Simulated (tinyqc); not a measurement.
Inside a calculation (part 1 of 2). Method: RKS/LDA (PW92) in the 3-21g basis, for H3+, spin multiplicity 1. Computed by tinyqc, a small Python program that keeps every step (integrals from PySCF). Settings: charge = 1, multiplicity = 1, basis = 3-21g, energy threshold = 1e-10, iteration cap = 82, orthogonalisation = canonical, start = highest core orbitals, DIIS depth = 6, DIIS from iteration = 2, damping = 0.2, method = RKS, functional = lda,pw, grid = [15, 86]. Command: `OMP_NUM_THREADS=1 python tinyqc.py 22465 22466 out.jsonl` (the two numbers bound the seeds that draw the settings). One thread of a shared host (Intel(R) Xeon(R) Processor @ 2.60GHz), about 0.3 s of CPU time with the checks. Later iterations appear only in the table of the cycle.

## One-electron integrals

Geometry (angstrom):
```
atom         x         y          z
H     0.000000  0.000000   0.000000
H     0.000000  0.000000   1.099000
H     0.000000  0.000000  -1.099000
```

Basis 3-21g: exponents (1/bohr^2) and contraction coefficients of normalised primitives:
```
element  l (shell)  exponent  coefficient
H            s (1)  5.447178     0.156285
H            s (1)  0.824547     0.904691
H            s (2)  0.183192     1.000000
```

Overlap, kinetic and nuclear-attraction integrals over the contracted functions; the nuclear repulsion is the sum of Za Zb / Rab.

nuclear repulsion = 1.20376982 hartree

overlap S, order 1H 1s, 1H 2s, 2H 1s, 2H 2s, 3H 1s, 3H 2s:
$$\begin{pmatrix}
1.000000 & 0.645899 & 0.145432 & 0.336447 & 0.145432 & 0.336447 \\
0.645899 & 1.000000 & 0.336447 & 0.673636 & 0.336447 & 0.673636 \\
0.145432 & 0.336447 & 1.000000 & 0.645899 & 0.000667 & 0.047714 \\
0.336447 & 0.673636 & 0.645899 & 1.000000 & 0.047714 & 0.205921 \\
0.145432 & 0.336447 & 0.000667 & 0.047714 & 1.000000 & 0.645899 \\
0.336447 & 0.673636 & 0.047714 & 0.205921 & 0.645899 & 1.000000
\end{pmatrix}$$

kinetic energy T (hartree), order 1H 1s, 1H 2s, 2H 1s, 2H 2s, 3H 1s, 3H 2s:
$$\begin{pmatrix}
1.549405 & 0.293152 & -0.048016 & 0.086159 & -0.048016 & 0.086159 \\
0.293152 & 0.274788 & 0.086159 & 0.136354 & 0.086159 & 0.136354 \\
-0.048016 & 0.086159 & 1.549405 & 0.293152 & -0.003096 & -0.015886 \\
0.086159 & 0.136354 & 0.293152 & 0.274788 & -0.015886 & -0.003028 \\
-0.048016 & 0.086159 & -0.003096 & -0.015886 & 1.549405 & 0.293152 \\
0.086159 & 0.136354 & -0.015886 & -0.003028 & 0.293152 & 0.274788
\end{pmatrix}$$

nuclear attraction V (hartree), order 1H 1s, 1H 2s, 2H 1s, 2H 2s, 3H 1s, 3H 2s:
$$\begin{pmatrix}
-2.683806 & -1.402788 & -0.318794 & -0.719355 & -0.318794 & -0.719355 \\
-1.402788 & -1.573371 & -0.670222 & -1.026706 & -0.670222 & -1.026706 \\
-0.318794 & -0.670222 & -2.443116 & -1.248228 & -0.001610 & -0.095385 \\
-0.719355 & -1.026706 & -1.248228 & -1.368851 & -0.095385 & -0.323990 \\
-0.318794 & -0.670222 & -0.001610 & -0.095385 & -2.443116 & -1.248228 \\
-0.719355 & -1.026706 & -0.095385 & -0.323990 & -1.248228 & -1.368851
\end{pmatrix}$$

core Hamiltonian H = T + V (hartree), order 1H 1s, 1H 2s, 2H 1s, 2H 2s, 3H 1s, 3H 2s:
$$\begin{pmatrix}
-1.134401 & -1.109637 & -0.366810 & -0.633195 & -0.366810 & -0.633195 \\
-1.109637 & -1.298583 & -0.584062 & -0.890352 & -0.584062 & -0.890352 \\
-0.366810 & -0.584062 & -0.893711 & -0.955076 & -0.004706 & -0.111271 \\
-0.633195 & -0.890352 & -0.955076 & -1.094063 & -0.111271 & -0.327018 \\
-0.366810 & -0.584062 & -0.004706 & -0.111271 & -0.893711 & -0.955076 \\
-0.633195 & -0.890352 & -0.111271 & -0.327018 & -0.955076 & -1.094063
\end{pmatrix}$$

## Two-electron integrals

Functions are numbered as in S; the eight-fold symmetry (ij|kl) = (ji|kl) = (kl|ij) leaves the list below.

Two-electron integrals (ij|kl) in chemists' order, unique and non-zero (hartree):
```
(11|11) 1.140145   (21|11) 0.611403   (21|21) 0.345152   (22|11) 0.626370
(22|21) 0.380329   (22|22) 0.482957   (31|11) 0.117932   (31|21) 0.069280
(31|22) 0.081126   (31|31) 0.021686   (32|11) 0.186877   (32|21) 0.116583
(32|22) 0.155644   (32|31) 0.040310   (32|32) 0.093042   (33|11) 0.478933
(33|21) 0.305796   (33|22) 0.431721   (33|31) 0.117932   (33|32) 0.308291
(33|33) 1.140145   (41|11) 0.308291   (41|21) 0.175323   (41|22) 0.195597
(41|31) 0.040310   (41|32) 0.069572   (41|33) 0.186877   (41|41) 0.093042
(42|11) 0.379440   (42|21) 0.233142   (42|22) 0.305127   (42|31) 0.060544
(42|32) 0.127908   (42|33) 0.379440   (42|41) 0.127908   (42|42) 0.219159
(43|11) 0.305796   (43|21) 0.194042   (43|22) 0.271911   (43|31) 0.069280
(43|32) 0.175323   (43|33) 0.611403   (43|41) 0.116583   (43|42) 0.233142
(43|43) 0.345152   (44|11) 0.431721   (44|21) 0.271911   (44|22) 0.381006
(44|31) 0.081126   (44|32) 0.195597   (44|33) 0.626370   (44|41) 0.155644
(44|42) 0.305127   (44|43) 0.380329   (44|44) 0.482957   (51|11) 0.117932
(51|21) 0.069280   (51|22) 0.081126   (51|31) 0.010248   (51|32) 0.017822
(51|33) 0.046829   (51|41) 0.031302   (51|42) 0.042181   (51|43) 0.030233
(51|44) 0.046050   (51|51) 0.021686   (52|11) 0.186877   (52|21) 0.116583
(52|22) 0.155644   (52|31) 0.017822   (52|32) 0.033034   (52|33) 0.088789
(52|41) 0.052711   (52|42) 0.078826   (52|43) 0.057342   (52|44) 0.088308
(52|51) 0.040310   (52|52) 0.093042   (53|11) 0.000717   (53|21) 0.000393
(53|22) 0.000412   (53|31) 0.000077   (53|32) 0.000124   (53|33) 0.000319
(53|41) 0.000199   (53|42) 0.000251   (53|43) 0.000204   (53|44) 0.000287
(53|51) 0.000077   (53|52) 0.000124   (53|53) 4.56e-07   (54|11) 0.031232
(54|21) 0.019022   (54|22) 0.024023   (54|31) 0.002911   (54|32) 0.005250
(54|33) 0.013968   (54|41) 0.008656   (54|42) 0.012420   (54|43) 0.009017
(54|44) 0.013796   (54|51) 0.006112   (54|52) 0.012801   (54|53) 0.000021
(54|54) 0.001846   (55|11) 0.478933   (55|21) 0.305796   (55|22) 0.431721
(55|31) 0.046829   (55|32) 0.088789   (55|33) 0.240754   (55|41) 0.137309
(55|42) 0.213064   (55|43) 0.155502   (55|44) 0.240475   (55|51) 0.117932
(55|52) 0.308291   (55|53) 0.000319   (55|54) 0.039829   (55|55) 1.140145
(61|11) 0.308291   (61|21) 0.175323   (61|22) 0.195597   (61|31) 0.031302
(61|32) 0.052711   (61|33) 0.137309   (61|41) 0.085488   (61|42) 0.113039
(61|43) 0.087996   (61|44) 0.128031   (61|51) 0.040310   (61|52) 0.069572
(61|53) 0.000199   (61|54) 0.011137   (61|55) 0.186877   (61|61) 0.093042
(62|11) 0.379440   (62|21) 0.233142   (62|22) 0.305127   (62|31) 0.042181
(62|32) 0.078826   (62|33) 0.213064   (62|41) 0.113039   (62|42) 0.172895
(62|43) 0.136632   (62|44) 0.203408   (62|51) 0.060544   (62|52) 0.127908
(62|53) 0.000251   (62|54) 0.018691   (62|55) 0.379440   (62|61) 0.127908
(62|62) 0.219159   (63|11) 0.031232   (63|21) 0.019022   (63|22) 0.024023
(63|31) 0.006112   (63|32) 0.012801   (63|33) 0.039829   (63|41) 0.011137
(63|42) 0.018691   (63|43) 0.023114   (63|44) 0.026708   (63|51) 0.002911
(63|52) 0.005250   (63|53) 0.000021   (63|54) 0.000844   (63|55) 0.013968
(63|61) 0.008656   (63|62) 0.012420   (63|63) 0.001846   (64|11) 0.128983
(64|21) 0.078318   (64|22) 0.099451   (64|31) 0.016705   (64|32) 0.032050
(64|33) 0.088900   (64|41) 0.040277   (64|42) 0.062832   (64|43) 0.055992
(64|44) 0.078457   (64|51) 0.016705   (64|52) 0.032050   (64|53) 0.000085
(64|54) 0.004947   (64|55) 0.088900   (64|61) 0.040277   (64|62) 0.062832
(64|63) 0.004947   (64|64) 0.020479   (65|11) 0.305796   (65|21) 0.194042
(65|22) 0.271911   (65|31) 0.030233   (65|32) 0.057342   (65|33) 0.155502
(65|41) 0.087996   (65|42) 0.136632   (65|43) 0.100436   (65|44) 0.155155
(65|51) 0.069280   (65|52) 0.175323   (65|53) 0.000204   (65|54) 0.023114
(65|55) 0.611403   (65|61) 0.116583   (65|62) 0.233142   (65|63) 0.009017
(65|64) 0.055992   (65|65) 0.345152   (66|11) 0.431721   (66|21) 0.271911
(66|22) 0.381006   (66|31) 0.046050   (66|32) 0.088308   (66|33) 0.240475
(66|41) 0.128031   (66|42) 0.203408   (66|43) 0.155155   (66|44) 0.237881
(66|51) 0.081126   (66|52) 0.195597   (66|53) 0.000287   (66|54) 0.026708
(66|55) 0.626370   (66|61) 0.155644   (66|62) 0.305127   (66|63) 0.013796
(66|64) 0.078457   (66|65) 0.380329   (66|66) 0.482957
```

## Orthogonalisation

S = U s U^T; canonical form X = U s^(-1/2), so that X^T S X = 1. Each column of U has its largest component positive (the first on a tie).

eigenvalues of S: [0.089850, 0.289782, 0.411467, 0.848751, 1.503630, 2.856520]

X, order 1H 1s, 1H 2s, 2H 1s, 2H 2s, 3H 1s, 3H 2s:
$$\begin{pmatrix}
-0.779177 & 0.000000 & 0.812673 & 0.781649 & 0.000000 & 0.233044 \\
2.468345 & 0.000000 & -0.524323 & 0.195860 & 0.000000 & 0.327772 \\
0.319542 & -0.846663 & 0.698536 & -0.491484 & 0.440884 & 0.172529 \\
-1.453540 & 1.004290 & -0.509447 & -0.151249 & 0.371686 & 0.253771 \\
0.319542 & 0.846663 & 0.698536 & -0.491484 & -0.440884 & 0.172529 \\
-1.453540 & -1.004290 & -0.509447 & -0.151249 & -0.371686 & 0.253771
\end{pmatrix}$$

## Starting guess

The start is the highest orbitals of the core Hamiltonian (a deliberately bad start); D = 2 C_occ C_occ^T.

D at the start, order 1H 1s, 1H 2s, 2H 1s, 2H 2s, 3H 1s, 3H 2s:
$$\begin{pmatrix}
0.000000 & 0.000000 & 0.000000 & 0.000000 & 0.000000 & 0.000000 \\
0.000000 & 0.000000 & 0.000000 & 0.000000 & 0.000000 & 0.000000 \\
0.000000 & 0.000000 & 1.579480 & -1.704778 & -1.579480 & 1.704778 \\
0.000000 & 0.000000 & -1.704778 & 1.840016 & 1.704778 & -1.840016 \\
0.000000 & 0.000000 & -1.579480 & 1.704778 & 1.579480 & -1.704778 \\
0.000000 & 0.000000 & 1.704778 & -1.840016 & -1.704778 & 1.840016
\end{pmatrix}$$

## Iteration 1: exchange-correlation on the grid

Becke grid with 15 radial and 86 angular points per atom, points of zero weight dropped. rho = sum D_ij phi_i phi_j; V_xc,ij = sum w v_xc phi_i phi_j; v_xc is d(rho eps)/d rho.

The 8 grid points with the largest w rho, of 3850 (bohr, atomic units):
```
x                  y          z         w       rho     eps_xc       v_xc
1.306524   -1.306524  -3.383333  0.534301  0.009034  -0.190894  -0.248292
-1.306524  -1.306524  -3.383333  0.534301  0.009034  -0.190894  -0.248292
1.306524    1.306524  -3.383333  0.534301  0.009034  -0.190894  -0.248292
-1.306524   1.306524  -3.383333  0.534301  0.009034  -0.190894  -0.248292
1.306524   -1.306524   3.383333  0.534301  0.009034  -0.190894  -0.248292
-1.306524  -1.306524   3.383333  0.534301  0.009034  -0.190894  -0.248292
-1.306524   1.306524   3.383333  0.534301  0.009034  -0.190894  -0.248292
1.306524    1.306524   3.383333  0.534301  0.009034  -0.190894  -0.248292
```

electrons on the grid, sum of w rho = 1.999411

E_xc = sum of w rho eps_xc = -0.58153389 hartree

V_xc (hartree), order 1H 1s, 1H 2s, 2H 1s, 2H 2s, 3H 1s, 3H 2s:
$$\begin{pmatrix}
-0.086341 & -0.073693 & -0.032734 & -0.042771 & -0.032734 & -0.042771 \\
-0.073693 & -0.155171 & -0.101897 & -0.121680 & -0.101897 & -0.121680 \\
-0.032734 & -0.101897 & -0.446662 & -0.207319 & -0.000063 & -0.012270 \\
-0.042771 & -0.121680 & -0.207319 & -0.216475 & -0.012270 & -0.031953 \\
-0.032734 & -0.101897 & -0.000063 & -0.012270 & -0.446662 & -0.207319 \\
-0.042771 & -0.121680 & -0.012270 & -0.031953 & -0.207319 & -0.216475
\end{pmatrix}$$

## Iteration 1: building the Kohn-Sham matrix

J_ij = sum D_kl (ij|kl); F = H + J + V_xc; E = tr D H + tr D J / 2 + E_xc + E_nn.

Coulomb J (hartree), order 1H 1s, 1H 2s, 2H 1s, 2H 2s, 3H 1s, 3H 2s:
$$\begin{pmatrix}
0.752466 & 0.483704 & 0.123992 & 0.255121 & 0.123992 & 0.255121 \\
0.483704 & 0.708242 & 0.299496 & 0.484852 & 0.299496 & 0.484852 \\
0.123992 & 0.299496 & 1.016560 & 0.580208 & 0.000502 & 0.040846 \\
0.255121 & 0.484852 & 0.580208 & 0.718225 & 0.040846 & 0.145842 \\
0.123992 & 0.299496 & 0.000502 & 0.040846 & 1.016560 & 0.580208 \\
0.255121 & 0.484852 & 0.040846 & 0.145842 & 0.580208 & 0.718225
\end{pmatrix}$$

Kohn-Sham matrix F (hartree), order 1H 1s, 1H 2s, 2H 1s, 2H 2s, 3H 1s, 3H 2s:
$$\begin{pmatrix}
-0.468276 & -0.699626 & -0.275551 & -0.420845 & -0.275551 & -0.420845 \\
-0.699626 & -0.745511 & -0.386464 & -0.527180 & -0.386464 & -0.527180 \\
-0.275551 & -0.386464 & -0.323813 & -0.582187 & -0.004267 & -0.082695 \\
-0.420845 & -0.527180 & -0.582187 & -0.592314 & -0.082695 & -0.213129 \\
-0.275551 & -0.386464 & -0.004267 & -0.082695 & -0.323813 & -0.582187 \\
-0.420845 & -0.527180 & -0.082695 & -0.213129 & -0.582187 & -0.592314
\end{pmatrix}$$

total energy of this density = 1.56421200 hartree

This density is the starting one.

## Iteration 1: diagonalisation and new density

Diagonalise F' = X^T F X, C = X C', fill 1 alpha and 1 beta electrons from the bottom; D = 2 C_occ C_occ^T; the new density keeps 0.2 of the old one (damping). Each column has its largest component positive (the first on a tie).

F' = X^T F X (hartree):
$$\begin{pmatrix}
0.343830 & 0.000000 & -0.064480 & -0.363590 & 0.000000 & -0.041870 \\
0.000000 & 0.475849 & 0.000000 & 0.000000 & -0.172476 & 0.000000 \\
-0.064480 & 0.000000 & 0.364342 & -0.062343 & 0.000000 & -0.082440 \\
-0.363590 & 0.000000 & -0.062343 & -0.088248 & 0.000000 & -0.076544 \\
0.000000 & -0.172476 & 0.000000 & 0.000000 & -0.556402 & 0.000000 \\
-0.041870 & 0.000000 & -0.082440 & -0.076544 & 0.000000 & -0.858813
\end{pmatrix}$$

orbital energies (hartree): MO1 -0.879220, MO2 -0.584458, MO3 -0.289870, MO4 0.375873, MO5 0.503905, MO6 0.554328

coefficients C, order 1H 1s, 1H 2s, 2H 1s, 2H 2s, 3H 1s, 3H 2s:
$$\begin{pmatrix}
0.337541 & 0.000000 & 0.333667 & 0.598233 & 0.000000 & -1.161761 \\
0.503539 & 0.000000 & 1.259526 & -0.407099 & 0.000000 & 2.123147 \\
0.180672 & 0.299227 & -0.215021 & 0.781309 & -0.906466 & 0.414804 \\
0.076018 & 0.528109 & -0.934894 & -0.582259 & 0.931585 & -1.113893 \\
0.180672 & -0.299227 & -0.215021 & 0.781309 & 0.906466 & 0.414804 \\
0.076018 & -0.528109 & -0.934894 & -0.582259 & -0.931585 & -1.113893
\end{pmatrix}$$

D after iteration 1, order 1H 1s, 1H 2s, 2H 1s, 2H 2s, 3H 1s, 3H 2s:
$$\begin{pmatrix}
0.182294 & 0.271944 & 0.097574 & 0.041055 & 0.097574 & 0.041055 \\
0.271944 & 0.405683 & 0.145560 & 0.061245 & 0.145560 & 0.061245 \\
0.097574 & 0.145560 & 0.368124 & -0.318981 & -0.263668 & 0.362930 \\
0.041055 & 0.061245 & -0.318981 & 0.377249 & 0.362930 & -0.358757 \\
0.097574 & 0.145560 & -0.263668 & 0.362930 & 0.368124 & -0.318981 \\
0.041055 & 0.061245 & 0.362930 & -0.358757 & -0.318981 & 0.377249
\end{pmatrix}$$

## Iteration 2: exchange-correlation on the grid

As before.

The 8 grid points with the largest w rho, of 3850 (bohr, atomic units):
```
x                  y          z         w       rho     eps_xc       v_xc
-1.084085   0.000000   0.437504  0.082100  0.038736  -0.296426  -0.386584
0.000000   -1.084085   0.437504  0.082100  0.038736  -0.296426  -0.386584
1.084085    0.000000   0.437504  0.082100  0.038736  -0.296426  -0.386584
0.000000    1.084085   0.437504  0.082100  0.038736  -0.296426  -0.386584
-1.084085   0.000000  -0.437504  0.082100  0.038736  -0.296426  -0.386584
0.000000    1.084085  -0.437504  0.082100  0.038736  -0.296426  -0.386584
1.084085    0.000000  -0.437504  0.082100  0.038736  -0.296426  -0.386584
0.000000   -1.084085  -0.437504  0.082100  0.038736  -0.296426  -0.386584
```

electrons on the grid, sum of w rho = 1.999795

E_xc = sum of w rho eps_xc = -0.55497380 hartree

V_xc (hartree), order 1H 1s, 1H 2s, 2H 1s, 2H 2s, 3H 1s, 3H 2s:
$$\begin{pmatrix}
-0.505380 & -0.281475 & -0.063064 & -0.144352 & -0.063064 & -0.144352 \\
-0.281475 & -0.306461 & -0.122699 & -0.195512 & -0.122699 & -0.195512 \\
-0.063064 & -0.122699 & -0.407736 & -0.220456 & -0.000321 & -0.018231 \\
-0.144352 & -0.195512 & -0.220456 & -0.247862 & -0.018231 & -0.063107 \\
-0.063064 & -0.122699 & -0.000321 & -0.018231 & -0.407736 & -0.220456 \\
-0.144352 & -0.195512 & -0.018231 & -0.063107 & -0.220456 & -0.247862
\end{pmatrix}$$

## Iteration 2: building the Kohn-Sham matrix

As before.

Coulomb J (hartree), order 1H 1s, 1H 2s, 2H 1s, 2H 2s, 3H 1s, 3H 2s:
$$\begin{pmatrix}
1.333491 & 0.788227 & 0.173375 & 0.405858 & 0.173375 & 0.405858 \\
0.788227 & 0.967808 & 0.338915 & 0.619220 & 0.338915 & 0.619220 \\
0.173375 & 0.338915 & 0.996908 & 0.603936 & 0.000868 & 0.051214 \\
0.405858 & 0.619220 & 0.603936 & 0.796587 & 0.051214 & 0.199292 \\
0.173375 & 0.338915 & 0.000868 & 0.051214 & 0.996908 & 0.603936 \\
0.405858 & 0.619220 & 0.051214 & 0.199292 & 0.603936 & 0.796587
\end{pmatrix}$$

Kohn-Sham matrix F (hartree), order 1H 1s, 1H 2s, 2H 1s, 2H 2s, 3H 1s, 3H 2s:
$$\begin{pmatrix}
-0.306291 & -0.602885 & -0.256499 & -0.371689 & -0.256499 & -0.371689 \\
-0.602885 & -0.637236 & -0.367846 & -0.466644 & -0.367846 & -0.466644 \\
-0.256499 & -0.367846 & -0.304539 & -0.571597 & -0.004159 & -0.078288 \\
-0.371689 & -0.466644 & -0.571597 & -0.545338 & -0.078288 & -0.190833 \\
-0.256499 & -0.367846 & -0.004159 & -0.078288 & -0.304539 & -0.571597 \\
-0.371689 & -0.466644 & -0.078288 & -0.190833 & -0.571597 & -0.545338
\end{pmatrix}$$

total energy of this density = -0.66139177 hartree

This density is a damped mixture and is not idempotent.

## Iteration 2: diagonalisation and new density

As before.

F' = X^T F X (hartree):
$$\begin{pmatrix}
0.392237 & 0.000000 & -0.087655 & -0.392175 & 0.000000 & -0.023910 \\
0.000000 & 0.532080 & 0.000000 & 0.000000 & -0.166776 & 0.000000 \\
-0.087655 & 0.000000 & 0.451431 & -0.026541 & 0.000000 & -0.078001 \\
-0.392175 & 0.000000 & -0.026541 & -0.005378 & 0.000000 & -0.011928 \\
0.000000 & -0.166776 & 0.000000 & 0.000000 & -0.538079 & 0.000000 \\
-0.023910 & 0.000000 & -0.078001 & -0.011928 & 0.000000 & -0.771856
\end{pmatrix}$$

orbital energies (hartree): MO1 -0.778419, MO2 -0.563468, MO3 -0.251229, MO4 0.443983, MO5 0.557469, MO6 0.652098

coefficients C, order 1H 1s, 1H 2s, 2H 1s, 2H 2s, 3H 1s, 3H 2s:
$$\begin{pmatrix}
0.285780 & 0.000000 & 0.311683 & 0.409846 & 0.000000 & -1.259384 \\
0.391792 & 0.000000 & 1.394551 & -0.051390 & 0.000000 & 2.100601 \\
0.212441 & 0.308442 & -0.193521 & 0.832981 & -0.903372 & 0.291450 \\
0.158585 & 0.518595 & -0.951527 & -0.764456 & 0.936914 & -0.971928 \\
0.212441 & -0.308442 & -0.193521 & 0.832981 & 0.903372 & 0.291450 \\
0.158585 & -0.518595 & -0.951527 & -0.764456 & -0.936914 & -0.971928
\end{pmatrix}$$

D after iteration 2, order 1H 1s, 1H 2s, 2H 1s, 2H 2s, 3H 1s, 3H 2s:
$$\begin{pmatrix}
0.167131 & 0.233535 & 0.116653 & 0.080724 & 0.116653 & 0.080724 \\
0.233535 & 0.326738 & 0.162284 & 0.111661 & 0.162284 & 0.111661 \\
0.116653 & 0.162284 & 0.145835 & -0.009892 & 0.019476 & 0.126490 \\
0.080724 & 0.111661 & -0.009892 & 0.115689 & 0.126490 & -0.031513 \\
0.116653 & 0.162284 & 0.019476 & 0.126490 & 0.145835 & -0.009892 \\
0.080724 & 0.111661 & 0.126490 & -0.031513 & -0.009892 & 0.115689
\end{pmatrix}$$

## Iteration 17 (converged): orbitals

converged F (hartree), order 1H 1s, 1H 2s, 2H 1s, 2H 2s, 3H 1s, 3H 2s:
$$\begin{pmatrix}
-0.280765 & -0.588348 & -0.253550 & -0.364354 & -0.253550 & -0.364354 \\
-0.588348 & -0.620856 & -0.363527 & -0.456419 & -0.363527 & -0.456419 \\
-0.253550 & -0.363527 & -0.287165 & -0.565692 & -0.004143 & -0.077527 \\
-0.364354 & -0.456419 & -0.565692 & -0.530989 & -0.077527 & -0.187460 \\
-0.253550 & -0.363527 & -0.004143 & -0.077527 & -0.287165 & -0.565692 \\
-0.364354 & -0.456419 & -0.077527 & -0.187460 & -0.565692 & -0.530989
\end{pmatrix}$$

Diagonalise F' = X^T F X, C = X C', fill 1 alpha and 1 beta electrons from the bottom; D = 2 C_occ C_occ^T. Each column has its largest component positive (the first on a tie).

F' = X^T F X (hartree):
$$\begin{pmatrix}
0.414835 & 0.000000 & -0.081485 & -0.397365 & 0.000000 & -0.024636 \\
0.000000 & 0.561609 & 0.000000 & 0.000000 & -0.170223 & 0.000000 \\
-0.081485 & 0.000000 & 0.476234 & -0.026725 & 0.000000 & -0.074954 \\
-0.397365 & 0.000000 & -0.026725 & 0.015617 & 0.000000 & -0.006744 \\
0.000000 & -0.170223 & 0.000000 & 0.000000 & -0.524927 & 0.000000 \\
-0.024636 & 0.000000 & -0.074954 & -0.006744 & 0.000000 & -0.755416
\end{pmatrix}$$

orbital energies (hartree): MO1 -0.761234, MO2 -0.550970, MO3 -0.234280, MO4 0.471142, MO5 0.587652, MO6 0.675642

coefficients C, order 1H 1s, 1H 2s, 2H 1s, 2H 2s, 3H 1s, 3H 2s:
$$\begin{pmatrix}
0.278987 & 0.000000 & 0.309679 & 0.445292 & 0.000000 & -1.249327 \\
0.385540 & 0.000000 & 1.402578 & -0.100970 & 0.000000 & 2.094607 \\
0.213290 & 0.307764 & -0.194540 & 0.824480 & -0.903603 & 0.313493 \\
0.165566 & 0.519298 & -0.949045 & -0.741836 & 0.936525 & -0.990541 \\
0.213290 & -0.307764 & -0.194540 & 0.824480 & 0.903603 & 0.313493 \\
0.165566 & -0.519298 & -0.949045 & -0.741836 & -0.936525 & -0.990541
\end{pmatrix}$$

D after iteration 17, order 1H 1s, 1H 2s, 2H 1s, 2H 2s, 3H 1s, 3H 2s:
$$\begin{pmatrix}
0.155667 & 0.215121 & 0.119010 & 0.092381 & 0.119010 & 0.092381 \\
0.215121 & 0.297282 & 0.164463 & 0.127665 & 0.164463 & 0.127665 \\
0.119010 & 0.164463 & 0.090985 & 0.070627 & 0.090985 & 0.070627 \\
0.092381 & 0.127665 & 0.070627 & 0.054824 & 0.070627 & 0.054824 \\
0.119010 & 0.164463 & 0.090985 & 0.070627 & 0.090985 & 0.070627 \\
0.092381 & 0.127665 & 0.070627 & 0.054824 & 0.070627 & 0.054824
\end{pmatrix}$$
